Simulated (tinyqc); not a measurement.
Square on-chip spiral inductor, lumped pi model: one step of the calculation.

Outer diameter do = di + 2 n wd + 2 (n - 1) sp, mean da = (do + di)/2, fill p = (do - di)/(do + di), length l = 4 n da. L = 2.34 mu0 n^2 da/(1 + 2.75 p), mu0 = 4 pi 1e-7 H/m. Rs = rho l/(wd delta (1 - exp(-th/delta))), delta = sqrt(rho/(pi f mu0)). Cs = n wd^2 eps0 eo/hu across the coil. At each end Cox = l wd eps0 eo/(2 ho) leads to the substrate branch Rsi = 2 rs he/(l wd) in parallel with Csi = l wd eps0 11.7/(2 he). With one end grounded Y = 1/(Rs + i w L) + i w Cs + 1/[1/(i w Cox) + 1/(1/Rsi + i w Csi)], w = 2 pi f; Q = -Im Y/Re Y. Eddy currents in neighbouring turns and in the substrate are left out.

Problem. Geometry and model elements. do, l, L, delta, Rs, Cs, Cox, Rsi and Csi as defined.

Parameters, values chosen for the exercise; values of the order met in silicon radio-frequency processes: number of turns n = 4.5; line width wd = 20 um; space between turns sp = 3 um; inner diameter di = 140 um; metal thickness th = 2 um; metal resistivity rho = 3 uohm cm; oxide below the coil ho = 3.2 um; oxide between coil and underpass hu = 1.3 um; relative permittivity of the oxide eo = 3; substrate resistivity rs = 100 ohm cm; effective spreading depth in the substrate he = 30 um; frequency f = 1 GHz.

Constants: eps0 = 8.8541878128e-12 F/m. Results are converted to the units shown.

Wanted: do; l; L; delta; Rs; Cs; Cox; Rsi; Csi.

Solution.

do = 341.00 um
l = 4329.0 um
L = 6.6634 nH
delta = 2.7566 um
Rs = 4.5657 ohm
Cs = 36.779 fF
Cox = 359.34 fF
Rsi = 693.00 ohm
Csi = 149.49 fF

Program tinyqc, `OMP_NUM_THREADS=1 python tinyqc.py 2302124 2302125 out.jsonl`; Intel Xeon 2.30GHz, shared host, one thread, about 0.01 s.
